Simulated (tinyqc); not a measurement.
Physical sputtering: collision-cascade yield, angular dependence, faceting and resputtering in deposition. Inputs raised by 10 %, one at a time. Computed by tinyqc, a small Python program. Command: `OMP_NUM_THREADS=1 python tinyqc.py 3024873 3024874 out.jsonl sputter sens`. One thread of a shared host (Intel(R) Xeon(R) Processor @ 2.30GHz), about 0.01 s of CPU time with the checks.

Ions start collision cascades; atoms that reach the surface with more than U leave. The target is amorphous or fine-grained.

Inputs (values chosen for the exercise, modelled on xenon ions on tantalum):

| quantity | value | unit |
|---|---|---|
| ion Z1 | 54 | - |
| ion mass M1 | 131.3 | u |
| target Z2 | 73 | - |
| target mass M2 | 180.9 | u |
| surface binding energy U | 8.1 | eV |
| target density N | 55.5 | 1/nm^3 |
| fit factor Q | 0.55 | - |
| ion energy E | 8000 | eV |
| current density J | 0.23 | mA/cm^2 |
| angular exponent f | 1.8 | - |
| angle of the largest yield | 60 | degrees |
| angle of incidence | 40 | degrees |

Constants: e = 1.602176634e-19 C.

Method:
- gamma = 4 M1 M2/(M1 + M2)^2; threshold E_th = 6.7 U/gamma for M1 >= M2, else U (1 + 5.7 M1/M2)/gamma. eps = 0.03255 M2 E/(Z1 Z2 (M1 + M2) z), z = (Z1^(2/3) + Z2^(2/3))^(1/2), E in eV; s_n = 3.441 sqrt(eps) ln(eps + 2.718)/(1 + 6.355 sqrt(eps) + eps (6.882 sqrt(eps) - 1.708)); S_n = 84.78 Z1 Z2 M1 s_n/((M1 + M2) z) in eV angstrom^2; alpha = 0.249 (M2/M1)^0.56 + 0.0035 (M2/M1)^1.5 for M1 <= M2, else 0.0875 (M2/M1)^(-0.15) + 0.165 M2/M1; Y0 = 0.042 Q alpha S_n/U [1 - sqrt(E_th/E)]^2.5 (the electronic-loss factor of the full formula is dropped).
- Erosion rate = Y0 J/(e N); 1 cm^2 = 1e14 nm^2.
- Angular law: Y/Y0 = t^f exp(-f cos(a_opt)(t - 1)), t = 1/cos(angle), largest at a_opt. A plane tilted by the angle recedes along the beam at a speed proportional to Y(angle), and along its own normal as Y cos(angle).

Runs:

| input moved | from | to | erosion rate (nm/min) | threshold E_th (eV) | yield at the angle (atoms per ion) | normal speed relative to a flat surface |
|---|---|---|---|---|---|---|
| base run | - | - | 51.99 | 42.69 | 4.112 | 0.9402 |
| ion energy E (eV) | 8000 | 8800 | 54.15 | 42.69 | 4.283 | 0.9402 |
| surface binding energy U (eV) | 8.1 | 8.91 | 46.81 | 46.96 | 3.702 | 0.9402 |
| ion mass M1 (u) | 131.3 | 144.43 | 50.91 | 45.53 | 4.026 | 0.9402 |
| target mass M2 (u) | 180.9 | 198.99 | 52.91 | 40.26 | 4.184 | 0.9402 |
| current density J (mA/cm^2) | 0.23 | 0.253 | 57.19 | 42.69 | 4.112 | 0.9402 |
| fit factor Q | 0.55 | 0.605 | 57.19 | 42.69 | 4.523 | 0.9402 |
| angular exponent f | 1.8 | 1.98 | 51.99 | 42.69 | 4.197 | 0.9597 |

Exponents ln(y'/y) / ln(x'/x):

| input | erosion rate | threshold E_th | yield at the angle | normal speed relative to a flat surface |
|---|---|---|---|---|
| ion energy E | 0.427 | 0.000 | 0.427 | 0.000 |
| surface binding energy U | -1.101 | 1.000 | -1.101 | 0.000 |
| ion mass M1 | -0.222 | 0.677 | -0.222 | 0.000 |
| target mass M2 | 0.183 | -0.616 | 0.183 | 0.000 |
| current density J | 1.000 | 0.000 | 0.000 | 0.000 |
| fit factor Q | 1.000 | 0.000 | 1.000 | 0.000 |
| angular exponent f | 0.000 | 0.000 | 0.215 | 0.215 |

Which inputs matter most for each result?

Among the inputs moved here: erosion rate answers most in size to surface binding energy U (exponent -1.101), next to current density J (+1.000); its exponent is below 0.0005 for angular exponent f. Its exponent +1.000 in current density J: ions act independently. Threshold E_th answers most in size to surface binding energy U (exponent +1.000), next to ion mass M1 (+0.677); its exponent is below 0.0005 for ion energy E, current density J, fit factor Q, angular exponent f. Its exponent +1.000 in surface binding energy U: the threshold scales with U. yield at the angle answers most in size to surface binding energy U (exponent -1.101), next to fit factor Q (+1.000); its exponent is below 0.0005 for current density J. normal speed relative to a flat surface answers most in size to angular exponent f (exponent +0.215); its exponent is below 0.0005 for ion energy E, surface binding energy U, ion mass M1, target mass M2, current density J, fit factor Q.
